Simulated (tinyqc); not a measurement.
From results back to parameters: armchair graphene nanoribbon in tight binding.

Problem. For an armchair ribbon without edge correction the gap is 2t times the smallest |1 + 2 cos(p pi/(N + 1))|, p = 1 to N. The gap below belongs to a hidden N between 3 and 40.

Inputs chosen for the exercise (out of a larger set: near those used for graphene; not measured data): t = 2.77 eV (hopping).

gap = 0.45030 eV

Find: N; family.

Solution. Near c = -1/2 the gap is about 2 pi t/(sqrt3 (N + 1)), which gives N + 1 = 22.3; the exact formula gives 0.00000, 0.45030 and 0.44248 eV for N = 20, 21 and 22.

N = 21

family: 3p

(tinyqc, `OMP_NUM_THREADS=1 python tinyqc.py 1482372 1482373 out.jsonl`, Intel(R) Xeon(R) Processor @ 2.30GHz, 1 thread, shared host, about 0.03 s.)
